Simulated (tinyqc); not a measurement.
Illuminated p-n diode, drift-diffusion by the Gummel loop with Scharfetter-Gummel fluxes: one step of the calculation.

Abrupt junction at x = 0, p side from -Lp, n side to Ln, ohmic contacts. psi is counted from the intrinsic level; n = ni exp((psi - phin)/Vt), p = ni exp((phip - psi)/Vt). Contacts: p side psi = V - Vt ln(Na/ni), p = Na, n = ni^2/Na; n side psi = Vt ln(Nd/ni), n = Nd, p = ni^2/Nd. Constant mobilities, D = mu Vt, Boltzmann statistics, SRH recombination through a mid-gap level, U = (n p - ni^2)/(tp (n + ni) + tn (p + ni)). Current is positive from the p contact to the n contact.

Question. Recombination and current. U_i as defined. J = Jn at the p contact + Jp at the n contact + q sum w_i U_i - q G sum w_i over the inner nodes, which avoids differences of large majority fluxes: Jn = (q mun Vt/h_0)[n_1 B(d_0) - n_0 B(-d_0)], Jp = (q mup Vt/h_last)[p_(N-1) B(d_last) - p_N B(-d_last)], d_i = (psi_(i+1) - psi_i)/Vt, B(d) = d/(exp(d) - 1), w_i = (h_(i-1) + h_i)/2.

Values chosen for this exercise; band and dielectric values close to those of silicon:
- T = 300 K (temperature)
- mun = 510 cm^2/(V s) (electron mobility)
- mup = 290 cm^2/(V s) (hole mobility)
- tn = 3e-9 s (SRH lifetime of electrons)
- tp = 9e-9 s (SRH lifetime of holes)
- G = 2e20 cm^-3 s^-1 (uniform generation rate)

Constants: q = 1.602176634e-19 C, kB = 1.380649e-23 J/K, Vt = kB T/q. Results are converted to the units shown.

```
node  x (nm)  converged psi (V)  converged n (cm^-3)  converged p (cm^-3)
0      -2700        -0.08078601            1642.1917               4.8e16
1      -1040        -0.08078555         9.6519409e10         4.8000089e16
2       -397        -0.08077676         3.9680871e10         4.7983962e16
3       -144        -0.07790583          3.6967561e9         4.2940509e16
4      -45.9         0.06030841         9.2249667e10         2.0463322e14
5       -7.5         0.31150958         1.5186705e15         1.2876489e10
6        7.5         0.44084083         2.2601266e17          4.7692015e8
7       33.8         0.45910120         4.5802963e17          2.6038661e9
8       79.7         0.45976026         4.6985638e17          7.7936764e9
9        160         0.45976813         4.6999945e17         1.5755930e10
10       301         0.45976816         4.7000002e17         2.5617614e10
11       548         0.45976816         4.7000003e17         3.0291908e10
12       980         0.45976817               4.7e17            167.71320
```

ni = 8.8783559e9 cm^-3

Wanted: U; Jn at the p contact; Jp at the n contact; recombination; generation; J.

Answer.

U, node 0 to 12 (cm^-3 s^-1): [0, 3.217e19, 1.323e19, 1.232e18, 3.070e19, 1.431e18, 5.299e16, 2.893e17, 8.660e17, 1.751e18, 2.846e18, 3.366e18, 0]
Jn at the p contact = 0.001228 A/cm^2
Jp at the n contact = 8.423e-4 A/cm^2
recombination = 7.575e-4 A/cm^2
generation = 0.008440 A/cm^2
J = -0.005612 A/cm^2

tinyqc, about 0.6 s, one thread, Intel Xeon 2.30GHz (shared host): `OMP_NUM_THREADS=1 python tinyqc.py 2240012 2240013 out.jsonl`
